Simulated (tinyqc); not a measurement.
MOSFET in the linear regime without short-channel effects, parameter extraction from computed curves: two steps of the calculation.

Inversion charge Q = Cox n Vt W0(exp((Vg - VT)/(n Vt))), W0 the Lambert function and n = nf; u = Q/Cox; mobility mu = mu0/(1 + th1 u + th2 u^2); channel resistance Rch = (L - dL)/(W mu Q); Id = Vd/(Rch + Rsd/W). Cox = eps0 eox/tox. Small Vd, no channel-length or drain effects.

Parameters, values chosen for the exercise; channel values of the order met in silicon transistors:
- T = 300 K (temperature)
- eox = 7.39 (relative permittivity of the gate insulator (close to silicon nitride))
- tox = 11 nm (insulator thickness)
- mu0 = 290 cm^2/(V s) (low-field mobility)
- th1 = 0.35 1/V (first mobility attenuation factor)
- th2 = 0 1/V^2 (second mobility attenuation factor)
- VT = 0.63 V (threshold voltage)
- nf = 1.1 (body factor)
- W = 1 um (gate width)
- L = 0.092 um (drawn gate length)
- dL = 0.008 um (drawn less effective length)
- Rsd = 550 ohm um (source plus drain resistance)
- Vd = 0.01 V (drain voltage)

Constants: q = 1.602176634e-19 C, kB = 1.380649e-23 J/K, Vt = kB T/q, eps0 = 8.8541878128e-14 F/cm where lengths are in cm. Results are converted to the units shown.

Task 1. Transfer curve. u, mu, Rch and Id as defined.

Vg, point 0 to 9 (V): 0.47  0.55  0.63  0.71  0.79  0.87  0.95  1.03  1.11  1.19

Wanted: u; mu; Rch; Id.

Result 1.

```
point     u (V)  mu (cm^2/(V s))  Rch (ohm)   Id (uA)
0      1.020e-4            290.0    4.772e6  0.002095
1      0.001612            289.8    3.022e5   0.03304
2       0.01613            288.4    3.036e4    0.3235
3       0.05917            284.1       8401     1.117
4        0.1192            278.4       4254     2.081
5        0.1865            272.2       2781     3.002
6        0.2574            266.0       2063     3.828
7        0.3303            260.0       1645     4.556
8        0.4045            254.0       1374     5.197
9        0.4797            248.3       1186     5.762
```

Task 2. The Y function. Y_i = Id_i/sqrt(gm_i). For Id = beta Vd x/(1 + th x), x = Vg - VT, Y = sqrt(beta Vd) x whatever th. Slope s from points 5 and 8; VT_Y = Vg - Y/s at point 8; beta = s^2/Vd; mobility beta L/(W Cox) with the drawn L; th* = (beta Vd x/Id - 1)/x at point 8.

```
point  Vg (V)       Id (uA)
0        0.47  0.0020953336
1        0.55   0.033035491
2        0.63    0.32348769
3        0.71     1.1172382
4        0.79     2.0814852
5        0.87     3.0019280
6        0.95     3.8277252
7        1.03     4.5561503
8        1.11     5.1968257
9        1.19     5.7615874
```

gm, point 1 to 8 (uS): 2.0087022  6.7762671  10.987485  11.779311  10.914000  9.7138896  8.5568781  7.5339819

Wanted: Y; s; VT_Y; beta; mobility from Y; th*.

Result 2.

Y, point 1 to 8 (uA^0.5 V^0.5): 0.02331  0.1243  0.3371  0.6065  0.9087  1.228  1.558  1.893
s = 4.103 uA^0.5 V^-0.5
VT_Y = 0.6485 V
beta = 1683 uA/V^2
mobility from Y = 260.3 cm^2/(V s)
th* = 1.072 1/V

The mobility from Y is 18 % below mu0 L/(L - dL) = 318 cm^2/(V s), which it should reach in deep inversion when th2 = 0.

tinyqc, about 0.01 s, one thread, Intel Xeon 2.30GHz (shared host): `OMP_NUM_THREADS=1 python tinyqc.py 2210055 2210056 out.jsonl`
